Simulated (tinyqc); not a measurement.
# Dose and depth of a threshold implant

Problem. A sheet of D acceptors per cm^2 lies at depth xi inside the depleted layer of a body doped Na. In the depletion approximation VT = Vfb + f2 + q D/Cox + gamma sqrt(f2 + Vsb - q D xi/(eps0 eps_r)), gamma = sqrt(2 eps0 eps_r q Na)/Cox, Cox = eps0 eox/tox. Find gamma, D and xi.

Inputs (values chosen for the exercise); band and dielectric values close to those of silicon: relative permittivity eps_r = 11.7; acceptor density deep in the body Na = 1.2e18 cm^-3; relative permittivity of the gate insulator (close to silicon dioxide) eox = 3.9; insulator thickness tox = 10 nm; flat-band voltage Vfb = -0.34 V; band bending 2 phiF at threshold f2 = 0.949 V.

Constants: q = 1.602176634e-19 C, eps0 = 8.8541878128e-14 F/cm where lengths are in cm. Results are converted to the units shown.

VT against the source at Vsb = 0 and 1.3 V (V): 2.4621839  3.4297614

Solution. With y^2 = f2 - q D xi/(eps0 eps_r) and d the difference of the thresholds over gamma, sqrt(y^2 + Vsb) - y = d gives y = (Vsb - d^2)/(2 d). The first threshold then gives D, and y^2 gives xi.

gamma = 1.828 V^0.5
D = 2.000e11 cm^-2
xi = 6.900 nm

Program tinyqc, `OMP_NUM_THREADS=1 python tinyqc.py 2080118 2080119 out.jsonl`; Intel Xeon 2.30GHz, shared host, one thread, about 0.7 s.
